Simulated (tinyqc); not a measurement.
## Bandgap voltage reference from two bipolar transistors: effect of the output resistor at T0

Two transistors of area 1 and N carry the same current I. Is(T) = Is (T/T0)^eta exp[(Vg0 q/kB)(1/T0 - 1/T)], VBE1 = Vt ln(I/Is(T)) + I rb, VBE2 = Vt ln(I/(N Is(T))) + I rb/N. The amplifier forces I R1(T) = VBE1 - VBE2 + Vos, with R(T) = R (1 + tc (T - T0)) for both resistors, and the output is Vref = VBE1 + I R2(T). Base currents and the Early effect are neglected.

Vt = kB T/q; I = (Vt ln N + Vos)/(R1(T) - rb (1 - 1/N)). Box coefficient: span of Vref between 233 and 398 K over its average over T and over 165 K. The last column is the R2 that gives zero slope at T0.

Inputs (values chosen for the exercise); values of the order met in silicon bipolar transistors:
- T0 = 298 K (reference temperature)
- Vg0 = 1.141 V (band-gap voltage extrapolated to 0 K)
- eta = 4.2 (temperature exponent of the saturation current)
- Is = 2.4e-17 A (saturation current of the unit transistor at T0)
- N = 8 (area ratio of the second transistor)
- R1 = 34 kohm (resistor across which the difference of VBE falls, at T0)
- tc = 0 ppm/K (temperature coefficient of both resistors)
- Vos = 0 mV (offset of the amplifier)
- rb = 87 ohm (series resistance of the unit transistor)

Constants: q = 1.602176634e-19 C, kB = 1.380649e-23 J/K. Results are converted to the units shown.

Result of one run:

| R2 (kohm) | I at T0 (uA) | Vref at T0 (V) | slope at T0 (uV/K) | box coefficient (ppm/K) | R2 for zero slope (kohm) |
|---|---|---|---|---|---|
| 389.2 | 1.574 | 1.252 | 97.96 | 68.19 | 370.7 |

What becomes of these results when the output resistor at T0 R2 is changed from 389.2 to 341 kohm, all else the same?

Result of the changed run:

| R2 (kohm) | I at T0 (uA) | Vref at T0 (V) | slope at T0 (uV/K) | box coefficient (ppm/K) | R2 for zero slope (kohm) |
|---|---|---|---|---|---|
| 341 | 1.574 | 1.176 | -156.6 | 144.3 | 370.7 |

The whole series:

| R2 (kohm) | I at T0 (uA) | Vref at T0 (V) | slope at T0 (uV/K) | box coefficient (ppm/K) | R2 for zero slope (kohm) |
|---|---|---|---|---|---|
| 341 | 1.574 | 1.176 | -156.6 | 144.3 | 370.7 |
| 352.1 | 1.574 | 1.194 | -98.01 | 92.80 | 370.7 |
| 363.2 | 1.574 | 1.211 | -39.37 | 44.68 | 370.7 |
| 370.7 | 1.574 | 1.223 | 0.2430 | 20.62 | 370.7 |
| 378.1 | 1.574 | 1.235 | 39.33 | 27.24 | 370.7 |
| 389.2 | 1.574 | 1.252 | 97.96 | 68.19 | 370.7 |
| 400.3 | 1.574 | 1.270 | 156.6 | 113.3 | 370.7 |

As R2 goes from 341 to 400.3, Vref rises from 1.176 to 1.270 V and the box coefficient goes from 144 through a minimum of 20.6 (at R2 = 370.7 among the rows listed) to 113 ppm/K. One per cent in R2 moves the slope by 19.6 uV/K.

tinyqc, about 0.03 s, one thread, Intel Xeon 2.30GHz (shared host): `OMP_NUM_THREADS=1 python tinyqc.py 2062136 2062137 out.jsonl`
